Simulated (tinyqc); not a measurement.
Electron-beam lithography: double-Gaussian proximity function, edge placement and dose correction for parallel lines: one step, computed by the program tinyqc. Command: `OMP_NUM_THREADS=1 python tinyqc.py 3113401 3113402 out.jsonl proximity walk`. One thread of a shared host (Intel(R) Xeon(R) Processor @ 2.30GHz), about 0.01 s of CPU time with the checks.

Lines are infinitely long. Absorbed energy is counted so that the middle of a very large area written at dose 1 receives 1; the resist develops where it exceeds 1/2.

Problem. Dose to size and latitude. A test line of width w << beta in surroundings of density rho, all at dose d: near its edge E(x) = d [S + eta rho]/(1 + eta), S = [erf((b - x)/alpha) - erf((a - x)/alpha)]/2 for edges a and b, the second term being the background energy. Dose to size d_s = (1 + eta)/(erf(w/alpha) + 2 eta rho), dose = d_s D0; edge slope d [1 - exp(-w^2/alpha^2)]/(sqrt(pi) alpha (1 + eta)); width change per 1 % of dose = 2 x 0.01 x (1/2)/slope.

Inputs (values chosen for the exercise, of the order of those for 50 keV electrons in resist on silicon):

| quantity | value | unit |
|---|---|---|
| forward range alpha | 0.0081 | micrometre |
| backscatter ratio eta | 0.49 | - |
| base dose D0 | 120 | microcoulomb/cm^2 |
| width of the test line | 0.06 | micrometre |
| pattern density around the test line | 0.35 | - |

Give: dose to size d_s; dose; edge slope; width change per 1 % of dose; background energy.

Solution.

dose to size d_s = 1.1095

dose = 133.13 microcoulomb/cm^2

edge slope = 0.051864 1/nm

width change per 1 % of dose = 0.19281 nm

background energy = 0.12770

The background supplies 26 % of the threshold.
